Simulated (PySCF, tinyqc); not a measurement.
FCI on RHF in the sto-3g basis, frozen core, for BeH+, spin multiplicity 1, step by step. The lowest restricted solution is unstable here: a spin-polarised one lies 0.0698 hartree lower (PySCF). One step of it, computed by the program tinyqc.

Task: Iteration 1: building the Fock matrix. J_ij = sum D_kl (ij|kl), K_ij = sum D_kl (ik|jl); F = H + J - 0.5 K; E = tr D H + tr D J / 2 - 0.25 tr D K + E_nn.

D at the start:
```
            1Be 1s     1Be 2s   1Be 2px   1Be 2py    1Be 2pz      2H 1s
1Be 1s    2.121627  -0.461519  0.000000  0.000000  -0.201202   0.022328
1Be 2s   -0.461519   1.748154  0.000000  0.000000   0.834660  -0.075884
1Be 2px   0.000000   0.000000  0.000000  0.000000   0.000000   0.000000
1Be 2py   0.000000   0.000000  0.000000  0.000000   0.000000   0.000000
1Be 2pz  -0.201202   0.834660  0.000000  0.000000   0.398694  -0.036209
2H 1s     0.022328  -0.075884  0.000000  0.000000  -0.036209   0.003297
```

core Hamiltonian H = T + V (hartree):
```
            1Be 1s     1Be 2s    1Be 2px    1Be 2py    1Be 2pz      2H 1s
1Be 1s   -8.080237  -1.987566   0.000000   0.000000  -0.005242  -0.036731
1Be 2s   -1.987566  -2.314951   0.000000   0.000000  -0.056318  -0.243731
1Be 2px   0.000000   0.000000  -1.836291   0.000000   0.000000   0.000000
1Be 2py   0.000000   0.000000   0.000000  -1.836291   0.000000   0.000000
1Be 2pz  -0.005242  -0.056318   0.000000   0.000000  -1.867938  -0.332129
2H 1s    -0.036731  -0.243731   0.000000   0.000000  -0.332129  -1.319043
```

Two-electron integrals (ij|kl) in chemists' order, unique and non-zero (hartree):
```
(11|11) 2.298831   (21|11) 0.392036   (21|21) 0.079539   (22|11) 0.570988
(22|21) 0.143041   (22|22) 0.417683   (31|31) 0.014607   (32|31) 0.021888
(32|32) 0.092265   (33|11) 0.569578   (33|21) 0.143083   (33|22) 0.417589
(33|33) 0.449859   (41|41) 0.014607   (42|41) 0.021888   (42|42) 0.092265
(43|43) 0.024249   (44|11) 0.569578   (44|21) 0.143083   (44|22) 0.417589
(44|33) 0.401360   (44|44) 0.449859   (51|51) 0.014607   (52|51) 0.021888
(52|52) 0.092265   (53|53) 0.024249   (54|54) 0.024249   (55|11) 0.569578
(55|21) 0.143083   (55|22) 0.417589   (55|33) 0.401360   (55|44) 0.401360
(55|55) 0.449859   (61|11) 0.006784   (61|21) 0.001389   (61|22) 0.002564
(61|33) 0.002542   (61|44) 0.002542   (61|51) 0.000157   (61|52) 0.000299
(61|55) 0.002610   (61|61) 0.000026   (62|11) 0.040726   (62|21) 0.010481
(62|22) 0.036846   (62|33) 0.035267   (62|44) 0.035267   (62|51) 0.001278
(62|52) 0.009984   (62|55) 0.039959   (62|61) 0.000210   (62|62) 0.007287
(63|31) 0.000565   (63|32) 0.003328   (63|53) 0.001390   (63|63) 0.000388
(64|41) 0.000565   (64|42) 0.003328   (64|54) 0.001390   (64|64) 0.000388
(65|11) 0.055195   (65|21) 0.014274   (65|22) 0.051446   (65|33) 0.048795
(65|44) 0.048795   (65|51) 0.001950   (65|52) 0.015227   (65|55) 0.056684
(65|61) 0.000291   (65|62) 0.011023   (65|65) 0.016785   (66|11) 0.213113
(66|21) 0.055304   (66|22) 0.212060   (66|33) 0.202047   (66|44) 0.202047
(66|51) 0.005237   (66|52) 0.055112   (66|55) 0.231786   (66|61) 0.001090
(66|62) 0.061606   (66|65) 0.096691   (66|66) 0.774606
```

nuclear repulsion = 0.85248040 hartree

Give: Coulomb J; exchange K; Fock matrix F; total energy of this density.

Result:

Coulomb J (hartree):
```
         1Be 1s  1Be 2s  1Be 2px  1Be 2py  1Be 2pz   2H 1s
1Be 1s   5.7315  1.0631   0.0000   0.0000   0.0303  0.0190
1Be 2s   1.0631  1.9676   0.0000   0.0000   0.1428  0.1715
1Be 2px  0.0000  0.0000   1.9583   0.0000   0.0000  0.0000
1Be 2py  0.0000  0.0000   0.0000   1.9583   0.0000  0.0000
1Be 2pz  0.0303  0.1428   0.0000   0.0000   1.9764  0.2385
2H 1s    0.0190  0.1715   0.0000   0.0000   0.2385  0.9404
```

exchange K (hartree):
```
         1Be 1s  1Be 2s  1Be 2px  1Be 2py  1Be 2pz   2H 1s
1Be 1s   4.6603  0.7902   0.0000   0.0000   0.0201  0.0162
1Be 2s   0.7902  0.7979   0.0000   0.0000   0.3861  0.0982
1Be 2px  0.0000  0.0000   0.1812   0.0000   0.0000  0.0000
1Be 2py  0.0000  0.0000   0.0000   0.1812   0.0000  0.0000
1Be 2pz  0.0201  0.3861   0.0000   0.0000   0.3452  0.0712
2H 1s    0.0162  0.0982   0.0000   0.0000   0.0712  0.0238
```

Fock matrix F (hartree):
```
          1Be 1s   1Be 2s  1Be 2px  1Be 2py  1Be 2pz    2H 1s
1Be 1s   -4.6789  -1.3196   0.0000   0.0000   0.0150  -0.0258
1Be 2s   -1.3196  -0.7463   0.0000   0.0000  -0.1066  -0.1213
1Be 2px   0.0000   0.0000   0.0314   0.0000   0.0000   0.0000
1Be 2py   0.0000   0.0000   0.0000   0.0314   0.0000   0.0000
1Be 2pz   0.0150  -0.1066   0.0000   0.0000  -0.0641  -0.1292
2H 1s    -0.0258  -0.1213   0.0000   0.0000  -0.1292  -0.3906
```

total energy of this density = -14.314966 hartree
